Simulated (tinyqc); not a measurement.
Peak against initial coverage: adsorption as a lattice gas: isotherms with interactions, competition, desorption peaks and saturation dose. Computed by tinyqc, a small Python program. Command: `OMP_NUM_THREADS=1 python tinyqc.py 3031146 3031147 out.jsonl adsorb walk`. One thread of a shared host (Intel(R) Xeon(R) Processor @ 2.30GHz), about 0.2 s of CPU time with the checks.

One adsorbate per site; a molecule needs 1 empty site. Gas and surface have the same temperature.

Inputs (values chosen for the exercise, for a model surface): desorption energy E = 1.47 eV; prefactor nu = 2.3e+12 1/s; pair energy w (positive repels) = 0.011 eV; neighbours z = 6; heating rate beta = 1.1 K/s.

Adsorption: molecular (first order).

Constants: k_B = 8.617333262e-05 eV/K.

Method. Heating at the rate beta: d theta/dT = -(nu/beta) theta^1 exp(-[E - z w theta]/(k_B T)). Integrated numerically (relative tolerance 1e-9); T_p is the maximum of the rate.

Peak temperatures (K):
```
theta_0   w = 0  with w
0.1      546.22  544.39
0.3      546.22  540.70
0.5      546.22  536.98
0.7      546.22  533.21
0.9      546.22  529.41
```

Without interaction the peak does not move; with w it moves by -15.0 K, so repulsion in first order mimics second-order kinetics.

Extremes, crossings and ranges named in words are read from the listed rows.
